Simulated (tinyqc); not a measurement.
Plane-wave Kohn-Sham cycle with exchange-only LDA in a layered model solid, step by step. One step of it, computed by the program tinyqc.

Problem. Iteration 2: Hamiltonian at one k. H(m,m') = (k + G_m)^2/2 delta + V(G_m - G_m'), with V(-G) = V(G).

A solid whose potential varies along x alone (atomic units):
```
parameter                      value
period a                    9.600000
cross-section of the cell  10.000000
electrons per cell                 2
grid points                       16
plane waves -n..n, n               2
k points                           4
V1 in V1 cos(2 pi x/a)     -0.550000
V2 in V2 cos(4 pi x/a)     -0.280000
```

V(G_m), m = 0, 1, 2, ... (hartree): [-0.237287, 0.068920, -0.108073, 0.007035, 0.002906]

k = 0.125000 2 pi / a

Give: H.

Solution.

H (hartree), order -2, -1, +0, +1, +2:
$$\begin{pmatrix}
0.5157 & 0.0689 & -0.1081 & 0.0070 & 0.0029 \\
0.0689 & -0.0733 & 0.0689 & -0.1081 & 0.0070 \\
-0.1081 & 0.0689 & -0.2339 & 0.0689 & -0.1081 \\
0.0070 & -0.1081 & 0.0689 & 0.0338 & 0.0689 \\
0.0029 & 0.0070 & -0.1081 & 0.0689 & 0.7299
\end{pmatrix}$$
